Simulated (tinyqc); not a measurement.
Short-channel transistor, virtual-source model with series resistance: two steps of the calculation.

The current per gate width is the charge at the top of the source barrier (the virtual source) times its velocity times a saturation function; al and be are fitting constants of the model. Units: I in uA/um, Rs in ohm um, so I Rs = 1e-6 I Rs in volts; Q in uC/cm^2, so I = 1e-4 Q vx0 Fsat with vx0 in cm/s.

Values chosen for this exercise: temperature T = 325 K; inversion capacitance Cinv = 3.36 uF/cm^2; velocity at the virtual source vx0 = 8.32e6 cm/s; apparent mobility mu = 600 cm^2/(V s); channel length L = 25 nm; threshold at zero drain voltage VT0 = 0.273 V; drain-induced barrier lowering dl = 0.026 V/V; subthreshold factor n0 = 1.23; growth of n with drain voltage nd = 0.1 1/V; threshold shift (in units of Vt) from weak to strong inversion al = 3.5; sharpness of saturation be = 1.8; series resistance of each contact Rs = 120 ohm um; gate voltage Vgs = 0.28 V; drain voltage Vds = 0.05 V.

Constants: q = 1.602176634e-19 C, kB = 1.380649e-23 J/K, Vt = kB T/q. Results are converted to the units shown.

Task 1. Current through the series resistance. Intrinsic voltages Vg' = Vgs - I Rs, Vd' = Vds - 2 I Rs. n = n0 + nd Vd', VT = VT0 - dl Vd', Ff = 1/(1 + exp((Vg' - VT + al Vt/2)/(al Vt))), Q = Cinv n Vt ln(1 + exp((Vg' - VT + al Vt Ff)/(n Vt))), Vdsat = (vx0 L/mu)(1 - Ff) + Vt Ff, Fsat = u/(1 + u^be)^(1/be) with u = Vd'/Vdsat, and I(out) = Q vx0 Fsat per width. (Fsat takes the sign of u.) I(new) = I + 0.5 (I(out) - I).

I after iteration 1 = 59.082068 uA/um

Give: Vg'; Vd'; VT; Ff; Q; Vdsat; Fsat; I(out); I after iteration 2.

Result 1.

Vg' = 0.27291 V
Vd' = 0.035820 V
VT = 0.27207 V
Ff = 0.37553
Q = 0.16016 uC/cm^2
Vdsat = 0.032166 V
Fsat = 0.71614
I(out) = 95.428 uA/um
I after iteration 2 = 77.255 uA/um

Task 2. What the series resistance costs. n = n0 + nd Vd', VT = VT0 - dl Vd', Ff = 1/(1 + exp((Vg' - VT + al Vt/2)/(al Vt))), Q = Cinv n Vt ln(1 + exp((Vg' - VT + al Vt Ff)/(n Vt))), Vdsat = (vx0 L/mu)(1 - Ff) + Vt Ff, Fsat = u/(1 + u^be)^(1/be) with u = Vd'/Vdsat, and I = Q vx0 Fsat per width. I0 is the current for Rs = 0. Effective velocity I/Q; transit time L Q/I.

converged I = 84.002090 uA/um
I0 = 118.16414 uA/um

Give: loss against I0; effective velocity; transit time.

Result 2.

loss against I0 = 28.91 %
effective velocity = 5.450e6 cm/s
transit time = 0.4587 ps

Numbers from tinyqc (`OMP_NUM_THREADS=1 python tinyqc.py 2380098 2380099 out.jsonl`; about 0.01 s on one thread of a shared Intel Xeon 2.30GHz).
